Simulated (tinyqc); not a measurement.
Sp3 tight binding, zinc-blende lattice, step by step. One step of it, computed by the program tinyqc.

Task: Bloch Hamiltonian at k. Slater-Koster rules over the four bonds with direction cosines (l, m, n): ss V_ss; s-px l V_sp; px-s -l V_sp; px-px l^2 V_pps + (1 - l^2) V_ppp; px-py l m (V_pps - V_ppp); each times exp(i k.d).

Parameters chosen for this model: zinc-blende lattice, anion at 0, cation at a/4 (1,1,1); V = eta hbar^2 / (m d^2), hbar^2/m = 7.619964 eV angstrom^2:
```
parameter,value,unit
a,4.290000,angstrom
d,1.857624,angstrom
Es anion,-14.940000,eV
Ep anion,-7.030000,eV
Es cation,-14.940000,eV
Ep cation,-7.030000,eV
eta ss,-1.320000,
eta sp,1.420000,
eta pp sigma,2.220000,
eta pp pi,-0.630000,
V ss,-2.914815,eV
V sp,3.135634,eV
V pp sigma,4.902189,eV
V pp pi,-1.391162,eV
```

k point k (2 pi / a): 0.480000  -0.620000  0.200000

Give: H(k) at k.

Result:

H(k) at k (eV):
```
,a s,a px,a py,a pz,c s,c px,c py,c pz
a s,-14.940,0.000,0.000,0.000,-4.543-2.040i,1.349+2.650i,-0.861-4.152i,3.899+0.917i
a px,0.000,-7.030,0.000,0.000,-1.349-2.650i,1.101+0.495i,4.518+1.062i,-0.998-4.812i
a py,0.000,0.000,-7.030,0.000,0.861+4.152i,4.518+1.062i,1.101+0.495i,1.563+3.071i
a pz,0.000,0.000,0.000,-7.030,-3.899-0.917i,-0.998-4.812i,1.563+3.071i,1.101+0.495i
c s,-4.543+2.040i,-1.349+2.650i,0.861-4.152i,-3.899+0.917i,-14.940,0.000,0.000,0.000
c px,1.349-2.650i,1.101-0.495i,4.518-1.062i,-0.998+4.812i,0.000,-7.030,0.000,0.000
c py,-0.861+4.152i,4.518-1.062i,1.101-0.495i,1.563-3.071i,0.000,0.000,-7.030,0.000
c pz,3.899-0.917i,-0.998+4.812i,1.563-3.071i,1.101-0.495i,0.000,0.000,0.000,-7.030
```
